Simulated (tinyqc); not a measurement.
Capacitance measurement on a leaky thin oxide: effects of series resistance and leakage: one step of the calculation.

The device is a capacitance C in parallel with a leakage conductance G, in series with Rs and Ls. An impedance meter reports either a parallel pair (Cp, Gp) from Y = 1/Z = Gp + i w Cp or a series pair (Cs, Rm) from Z = Rm + 1/(i w Cs); w = 2 pi f, dissipation D = Gp/(w |Cp|).

Problem. True capacitance and conductance. EOT = 3.9 tox/eox; CET = EOT + zc + zp; C = 3.9 eps0 A/CET; G = Jg A/Vs.

Parameters, values chosen for the exercise; values of the order met in thin-oxide MOS capacitors: relative permittivity of the gate insulator (close to zirconium oxide) eox = 25.7; insulator thickness tox = 9.6 nm; gate area A = 100 um^2; oxide-equivalent thickness added by the accumulation layer zc = 0.33 nm; oxide-equivalent thickness added by gate depletion zp = 0.17 nm; gate leakage current density, not matched to the thickness Jg = 0.00061 A/cm^2; voltage for an e-fold rise of the leakage Vs = 0.24 V.

Constants: eps0 = 8.8541878128e-14 F/cm where lengths are in cm. Results are converted to the units shown.

Give: EOT; CET; C; G.

Solution.

EOT = 1.4568 nm
CET = 1.9568 nm
C = 1.7647 pF
G = 0.0025417 uS

Computed by the program tinyqc: `OMP_NUM_THREADS=1 python tinyqc.py 2022016 2022017 out.jsonl`, one thread of a shared Intel Xeon 2.30GHz, about 0.01 s for the whole run.
